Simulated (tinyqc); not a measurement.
## Ionisation constants from two fields

Inverse problem. alpha_n = an exp(-bn/E). Find bn and an.

alpha_n at 221 and 401 kV/cm (1/cm): [2312.2671, 29887.529]

Answer. ln alpha is a straight line in 1/E with slope -bn and intercept ln an.

bn = 1.26e6 V/cm
an = 6.92e5 1/cm

Numbers from tinyqc (`OMP_NUM_THREADS=1 python tinyqc.py 2120144 2120145 out.jsonl`; about 0.05 s on one thread of a shared Intel Xeon 2.30GHz).
